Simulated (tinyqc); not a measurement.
# From one set of inputs to another, one input at a time

Model: anisotropic wet etching of Si(100): plane rates, V-grooves, membranes and undercut. Computed by tinyqc, a small Python program. Command: `OMP_NUM_THREADS=1 python tinyqc.py 3008230 3008231 out.jsonl wetetch ladder`. One thread of a shared host (Intel(R) Xeon(R) Processor @ 2.30GHz), about 0.01 s of CPU time with the checks.

A long slot opens the mask on a (100) wafer. The floor etches at R100; (111) walls stand at theta = arctan(sqrt2) = 54.7356 degrees to the surface and recede at R111 along their normal.

The inputs printed are set A. Set A is close to those used for tetramethylammonium hydroxide solutions; the values taken over come from a set close to those used for potassium hydroxide solutions. Inputs not listed in the table keep their values of set A, so the rows need not describe a real material.

Inputs (values chosen for the exercise, close to those used for tetramethylammonium hydroxide solutions):
```
quantity                                                                  value     unit
prefactor k0 of the (100) rate                                            7e+08   um/min
activation energy of (100), E                                             0.617       eV
ratio (100)/(111) at 80 C                                                    14        -
extra energy of (111), dE                                                 0.078       eV
ratio (100)/oxide at 80 C                                                  3700        -
extra energy of the oxide, dE_ox                                           0.24       eV
corner undercut rate over (100) rate, c                                     1.7        -
bath temperature T                                                           95        C
width w (mask opening along <110>, or membrane width in the design step)    850       um
misalignment of the mask                                                    0.5  degrees
etch time t                                                                  85      min
wafer thickness d                                                           525       um
membrane thickness wanted                                                    10       um
```

Constants: k_B = 8.617333262e-05 eV/K.

Method:
- R100 = k0 exp(-E/(k_B T)); a ratio given at 80 C scales as exp[(extra energy/k_B)(1/T - 1/353.15 K)]; R111 and R_ox follow by division.
- Temperatures in kelvin are T(C) + 273.15.
- A misaligned edge exposes ledges and adds R100 sin(misalignment) to the lateral rate (a simple estimate): u = R111/sin(theta) + R100 sin(misalignment). Top width W = w + 2 u t; floor width b = W - 2 z/tan(theta) = W - sqrt2 z. The floor lasts until b = 0, at t_V = w/(sqrt2 R100 - 2u); depth z = R100 t before t_V and W/sqrt2 after.
- Etch depth d - membrane, time = depth/R100; for a membrane as wide as w the opening must be w + sqrt2 depth - 2 u time; oxide mask consumed R_ox x time; a 1 K error changes the depth by the fraction E/(k_B T^2); a convex mask corner, such as that of a mesa, would retreat by c x depth.

Each row keeps all changes above it:
```
input moved                                                                                 from                to  depth z (um)  time t_V to close the V (min)  oxide consumed (nm)
set A                                                                                          -                 -        212.87                          282.2                191.9
etch time t (min)                                                                             85                45        112.70                          282.2                191.9
ratio (100)/(111) at 80 C                                                                     14               260        112.70                          244.8                191.9
width w (mask opening along <110>, or membrane width in the design step) (um)                850               880        112.70                          253.5                191.9
prefactor k0 of the (100) rate (um/min) and activation energy of (100), E (eV)  700000000, 0.617  510000000, 0.601        135.96                          210.1                191.9
ratio (100)/oxide at 80 C                                                                   3700               170        135.96                          210.1               4177.4
bath temperature T (C)                                                                        95                60         18.58                         1534.7               1886.9
```

Which inputs carry the difference?

Depth z goes from 213 to 18.6, a factor 0.0873 in all. The largest single move comes from bath temperature T (a factor 0.137). Time t_V to close the V goes from 282 to 1530, a factor 5.44 in all. The largest single move comes from bath temperature T (a factor 7.30). Oxide consumed goes from 192 to 1890, a factor 9.83 in all. The largest single move comes from ratio (100)/oxide at 80 C (a factor 21.8), and bath temperature T works against it (a factor 0.452). The single moves hold for this order of the switches; the total does not depend on the order.

Caution (all rows): rates also depend on concentration, doping, additives and stirring, all held fixed here.

Extremes, crossings and ranges named in words are read from the listed rows.
